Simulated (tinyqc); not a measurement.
# Hot carriers by balance equations with a heated Maxwellian, step by step

A worked calculation. Computed by tinyqc, a small Python program that keeps every step. Command: `OMP_NUM_THREADS=1 python tinyqc.py 3014231 3014232 out.jsonl hot walk`. One thread of a shared host (Intel(R) Xeon(R) Processor @ 2.30GHz), about 0.03 s of CPU time with the checks. Intermediate numbers are printed to about 7 digits and carried at full precision; extremes and crossings named in words are read from the listed rows.

The carriers follow a Maxwellian at an electron temperature T_e, slightly displaced; the drift energy is neglected against k_B T_e. The balance averages the rate, not the time, so mu_0 lies below the relaxation-time value.

Inputs (values chosen for the exercise, modelled on holes in germanium):
```
quantity                                          value       unit
effective mass m                                  0.298        m_0
density rho                                        5323     kg/m^3
sound velocity v_l                                 5170        m/s
acoustic deformation potential D_A                  4.6         eV
phonon energy hbar w                               36.7        meV
optical or intervalley deformation potential D_o    8.8  1e8 eV/cm
final valleys Z_f                                     1          -
lattice temperature T                               250          K
electric field F                                     38      kV/cm
iteration cap                                         8          -
```

Band: parabolic. Solver: Newton.

Constants: k_B = 8.617333262e-05 eV/K; k_B = 1.380649e-23 J/K; e = 1.602176634e-19 C; hbar = 1.054571817e-34 J s; m_0 = 9.1093837015e-31 kg; hbar = 6.582119569e-16 eV s.

## Equilibrium values

Parabolic band: E = hbar^2 k^2/(2 m), speed v = hbar k/m, states per spin, volume and energy g(E) = m k/(2 pi^2 hbar^2). Masses are multiplied by m_0 and all formulas are in SI units. Phonon occupation N_q = 1/(exp(hbar w/(k_B T)) - 1). Acoustic deformation potential (elastic, equipartition, absorption and emission together): 1/tau = 2 pi k_B T D_A^2 g(E)/(hbar rho v_l^2). Optical or intervalley deformation potential: 1/tau = (pi Z_f D_o^2/(rho w)) [N_q g(E + hbar w) + (N_q + 1) g(E - hbar w)], with g = 0 below the band edge. Averages over the Maxwellian, <y> = int y x^(1/2) exp(-x) dx / int x^(1/2) exp(-x) dx with x = E/(k_B T_e), split at x_0 = hbar w/(k_B T_e): 64 Gauss-Legendre points in sqrt(x) below it and 128 in sqrt(x - x_0) above it, up to x = 32. Momentum balance: mu(T_e) = e/(m nu), nu = <x (sum of rates)>/<x>. Power lost per carrier: P(T_e) = hbar w <emission rate - absorption rate> + <(2 m v_l^2/(k_B T)) (E - 2 k_B T) acoustic rate>. Energy relaxation time at weak heating: tau_E = (3/2) k_B / (dP/dT_e), the derivative by a central difference of +/- 0.5 K at T_e = T.

low-field mobility mu_0 = 2901.256 cm^2/(V s)

energy relaxation time tau_E = 1.230364 ps

tau_E is 2.50 times the momentum relaxation time m mu_0/e: energy is lost more slowly than direction, which is why carriers heat.

## Balance functions

The field that sustains T_e follows from e mu F^2 = P.

Against the electron temperature:
```
T_e (K)  mu (cm^2/(V s))  P optical (1e9 eV/s)  P acoustic (1e9 eV/s)  F (kV/cm)  drift velocity (1e7 cm/s)
275             2666.947                2.6298           8.543573e-03    0.99463                  0.2652618
325             2317.173                7.8682           2.786353e-02    1.84598                  0.4277450
400             1969.675               15.4201           6.182362e-02    2.80359                  0.5522165
500             1676.752               24.6906           1.152015e-01    3.84630                  0.6449284
750             1287.084               44.1936           2.821849e-01    5.87839                  0.7565980
1250             953.913               73.2369           7.285984e-01    8.80563                  0.8399802
2000             737.583              104.8013           1.612821e+00   12.01142                  0.8859413
3000             595.399              136.7434           3.104034e+00   15.32580                  0.9124971
```

Optical phonons take 100 % of the power in the first row and 98 % in the last. The velocity grows as F^0.77 at first and as F^0.12 at the end, so it levels off; if optical phonons alone set both balances the limit at high T_e would be sqrt(3 hbar w tanh(hbar w/2 k_B T)/(4 m)) = 1.06 in the same unit. Rows above 1400 K (k_B T_e > 0.12 eV) stretch the parabolic band.

## First iteration

Newton: h(T_e) = P - e mu F^2, T_new = T_e - h/h', with h' by a central difference of +/- 0.5 K, limited to the range T to 3 T_e. Start at T_e = 1.5 T.

mu at the start = 2068.812 cm^2/(V s)

P at the start = 1.300568e+10 eV/s

new T_e = 851.8820 K

## The whole iteration

Start at T_e = 1.5 T; stop when T_e moves by less than 1e-6 K or exceeds 1e6 K.

Course of the iteration:
```
iteration   T_e (K)  mu (cm^2/(V s))      step (K)
1            375.00         2068.812  4.768820e+02
2            851.88         1191.153  1.308266e+03
3           2160.15          707.875  3.159762e+03
4           5319.91          442.928  5.232166e+03
5          10552.08          312.690  3.887384e+03
6          14439.46          266.894  7.369722e+02
7          15176.43          260.280  1.601324e+01
8          15192.45          260.142  6.974077e-03
```

electron temperature T_e = 15192.45 K

Not converged after 8 iterations: the residual wanders without falling.

Reruns still fail with mixing = 0.3, iteration cap = 300; and with mixing = 0.1, iteration cap = 300; and with solver = Newton, iteration cap = 300.

Checks made by the program: detailed balance, P(T_e = T) = 0, on the scale of P at 1.1 T (relative difference below 1e-10).
